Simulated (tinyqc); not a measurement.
## Floating body of a partially depleted SOI transistor: body voltage and kink: output curve and kink

Source at 0 V. Channel current Ic = 2 nf K Vt^2 [F(0) - F(Vd)](1 + la Vd), F(V) = ln^2(1 + exp((Vg - VT - nf V)/(2 nf Vt))), VT = VT0 - gb Vb. Saturation voltage Vs = 2 Vt sqrt(F(0)) + 3 Vt, excess Ve = (Vd - Vs + sqrt((Vd - Vs)^2 + 0.0004 V^2))/2, multiplication M1 = Ai Ve exp(-Bl/Ve). Each junction passes D(v) = J1 (exp(v/Vt) - 1) + J2 (exp(v/(2 Vt)) - 1). Bipolar current Ib = bb J1 (exp(Vb/Vt) - 1). The body settles where M1 (Ic + Ib) = D(Vb) + D(Vb - Vd) + Vb/Rb; drain current Id = (1 + M1)(Ic + Ib) - D(Vb - Vd).

Rows with more than one solution for Vb (latch) are left out; dId/dVd by a forward difference over 1e-4 V, swing = 1e-4 V over the change of log10 Id; M1 under 1e-12 is printed as 0.

Inputs (values chosen for the exercise); values of the order met in partially depleted silicon-on-insulator transistors: temperature T = 300 K; threshold at zero body voltage VT0 = 0.5 V; fall of the threshold per volt of body voltage gb = 0.22; slope factor nf = 1.48; gain factor per width K = 210 uA/(V^2 um); channel-length modulation factor la = 0.05 1/V; impact-ionisation prefactor Ai = 3.17 1/V; impact-ionisation voltage Bl = 6.9 V; diffusion saturation current of each junction J1 = 1.3e-12 uA/um; recombination saturation current of each junction J2 = 3.8e-8 uA/um; gain of the lateral bipolar transistor on the diffusion current bb = 0.5; resistance of a weak body tie to the source (1e9 stands for no tie, and the term is then dropped) Rb = 7e5 kohm um; gate voltage Vg = 0.7 V.

Constants: q = 1.602176634e-19 C, kB = 1.380649e-23 J/K, Vt = kB T/q. Results are converted to the units shown.

Results:
```
Vd (V),Vb (V),M1,"Id, floating (uA/um)","Id, grounded (uA/um)",ratio,"dId/dVd, floating (uS/um)","dId/dVd, grounded (uS/um)"
0.8,0.02879,1.248e-5,3.295,3.113,1.058,4.152,0.1506
1,0.4636,1.516e-4,6.861,3.144,2.182,13.97,0.1644
1.2,0.5801,0.001342,8.139,3.182,2.558,3.886,0.2226
1.4,0.6285,0.006296,8.812,3.238,2.721,3.102,0.3553
1.8,0.6850,0.04517,10.20,3.473,2.938,4.325,0.8696
2,0.7041,0.08822,11.22,3.682,3.047,5.944,1.229
2.2,0.7200,0.1517,12.63,3.968,3.183,8.295,1.634
```

Estimate the missing row, Vd = 1.6 V.

Computed row:
```
Vd (V),Vb (V),M1,"Id, floating (uA/um)","Id, grounded (uA/um)",ratio,"dId/dVd, floating (uS/um)","dId/dVd, grounded (uS/um)"
1.6,0.6609,0.01930,9.446,3.330,2.837,3.364,0.5732
```

With this row back in the table: Vb rises from 0.0288 to 0.720 V and the ratio of the currents rises from 1.06 to 3.18. The output conductance with a floating body exceeds the grounded value by the largest factor among the rows, 85.0, at Vd = 1 V, where Vb = 0.464 V and M1 = 1.52e-4.

Range of the model: The multiplication law is an empirical form chosen for the exercise; self-heating and capacitive coupling to the body are left out, and the linear laws are rough once Vb passes about 0.7 V or M1 about 0.1.

Program tinyqc, `OMP_NUM_THREADS=1 python tinyqc.py 2182253 2182254 out.jsonl`; Intel Xeon 2.30GHz, shared host, one thread, about 0.2 s.
